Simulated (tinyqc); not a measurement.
Type-II superlattice in the two-band Kane model: sweeps and comparisons. A value that a table varies takes the place of the one given here.

Motion along the axis, period d = a + b, c = hbar^2/2m0. Conduction and light-hole bands couple: (E - Ec)(E - Ev) = Ep c k^2 in each layer, with mass m(E) = (E - Ev)/Ep, which may be negative. The conduction envelope psi and psi'/m(E) are continuous; a layer carries them by [[cos kt, (m/k) sin kt], [-(k/m) sin kt, cos kt]] (cosh and sinh for k^2 < 0), and cos(q d) = tr(M_B M_A)/2. C1 is the first miniband above EvB, with its bottom at tr/2 = +1 and its top at -1; the gap is the bottom of C1 less the top heavy-hole level HH1.

Heavy holes are uncoupled: with e = EvB - E, p = sqrt(mhB e/c), w = sqrt(mhA (EvB - EvA - e)/c), the top level HH1 at q = 0 solves (p/mhB) tan(p b/2) = (w/mhA) tanh(w a/2).

Constants: hbar^2/2m0 = 3.80998211 eV angstrom^2; hc = 1239.841984 eV nm.

Values chosen for the exercise (near those of an InAs/GaSb superlattice; the results hold for these values, not for the real material): b = 52 angstrom (layer B); EcA = 0 eV (conduction edge of A); EvA = -0.419 eV (valence edge of A); EcB = 0.949 eV (conduction edge of B); EvB = 0.142 eV (valence edge of B); EpA = 14.1 eV (coupling energy in A); EpB = 18 eV (coupling energy in B); mhA = 0.32 m0 (heavy hole in A); mhB = 0.26 m0 (heavy hole in B); As = (20, 26, 39, 46, 53, 63, 75) angstrom (widths of layer A); a = 38 angstrom (layer A).

## Width of layer A

Bottom of C1 (tr/2 = +1, above EvB), HH1, the gap and hc/gap; widths at which C1 no longer starts above EvB are left out.

Results:

| a (angstrom) | C1 (eV) | HH1 (eV) | gap (meV) | cut-off (micrometre) |
|---|---|---|---|---|
| 20 | 0.5163 | 0.1064 | 409.9 | 3.02 |
| 26 | 0.4264 | 0.1061 | 320.2 | 3.87 |
| 39 | 0.2955 | 0.1060 | 189.4 | 6.55 |
| 46 | 0.2482 | 0.1060 | 142.2 | 8.72 |
| 53 | 0.2112 | 0.1060 | 105.2 | 11.79 |
| 63 | 0.1709 | 0.1060 | 64.9 | 19.11 |

From a = 20 to 63 angstrom C1 falls by 345 meV while HH1 moves by -0.4 meV, so layer A tunes the gap, from 410 to 65 meV. The cut-off shifts by 0.141 micrometre per angstrom at the thin end and 0.733 at the thick end: long wavelengths need tight control of the thickness.

## One band or two

Bottom of C1. One band: (k/mA) tan(k a/2) = (kappa/mB) tanh(kappa b/2) with the edge masses (Ec - Ev)/Ep and barrier EcB - EcA. Second row: mA replaced by m(E). The last column is measured against two bands.

Results:

| model | C1 (eV) | gap (meV) | error (meV) |
|---|---|---|---|
| one band, edge masses | 0.2806 | 174.6 | -22.7 |
| m(E) in A only | 0.2438 | 137.7 | -59.5 |
| two bands | 0.3033 | 197.2 | 0.0 |

mA = 0.0297 m0
mB = 0.0448 m0

With edge masses C1 errs by -23 meV, 11 % of the gap. The heavier m(E) in A changes it by -37 meV; the treatment of B changes it by +59 meV, since C1 lies 161 meV above the valence edge of B, where its mass is 0.0090 instead of 0.0448.

## What each parameter does

Bottom and width of C1, HH1 and the gap. Each row changes one parameter from the base and keeps the others.

Results:

| case | C1 (eV) | width (meV) | HH1 (eV) | gap (meV) |
|---|---|---|---|---|
| base | 0.3033 | 34.5 | 0.1060 | 197.2 |
| a = 35 angstrom | 0.3286 | 36.2 | 0.1060 | 222.6 |
| b = 55 angstrom | 0.3057 | 30.5 | 0.1092 | 196.4 |
| EvB = 0.122 eV | 0.3010 | 32.2 | 0.0863 | 214.7 |
| EcB = 0.999 eV | 0.3079 | 31.1 | 0.1060 | 201.9 |
| EvA = -0.449 eV | 0.2987 | 33.9 | 0.1057 | 193.0 |
| EpA = 15.2 eV | 0.3115 | 36.0 | 0.1060 | 205.4 |
| mhB = 0.3 m0 | 0.3033 | 34.5 | 0.1093 | 194.0 |

The largest shifts from the base row, up to three for each result and ties (the steps differ in size, so this ranks the rows, not the parameters). C1 (eV): a +0.0253, EpA +0.0082, EcB +0.0046, EvA -0.0046; unchanged at the printed digits by mhB. width (meV): b -4.1, EcB -3.4, EvB -2.3; unchanged at the printed digits by mhB. HH1 (eV): EvB -0.0198, mhB +0.0033, b +0.0032; unchanged at the printed digits by a, EcB and EpA. gap (meV): a +25.3, EvB +17.5, EpA +8.2.

(tinyqc, `OMP_NUM_THREADS=1 python tinyqc.py 1282120 1282121 out.jsonl`, Intel(R) Xeon(R) Processor @ 2.30GHz, 1 thread, shared host, about 0.05 s.)
